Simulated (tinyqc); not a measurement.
## Trap density from the barrier height

Problem. In a partly depleted grain with all boundary traps filled, 2 N W = Qt and VB = q N W^2/(2 eps0 eps_r). Find Qt, W and the doping at which VB would equal Vt.

Parameters, values chosen for the exercise: temperature T = 300 K; relative permittivity eps_r = 11.7.

Constants: q = 1.602176634e-19 C, kB = 1.380649e-23 J/K, Vt = kB T/q, eps0 = 8.8541878128e-14 F/cm where lengths are in cm. Results are converted to the units shown.

doping = 9.4e17 cm^-3
barrier height = 0.090697758 V

Solution. Eliminating W gives VB = q Qt^2/(8 eps0 eps_r N), which falls as 1/N.

Qt = 2.10e12 cm^-2
W = 11.2 nm
doping for VB = Vt = 3.30e18 cm^-3

Computed by the program tinyqc: `OMP_NUM_THREADS=1 python tinyqc.py 2830127 2830128 out.jsonl`, one thread of a shared Intel Xeon 2.30GHz, about 0.01 s for the whole run.
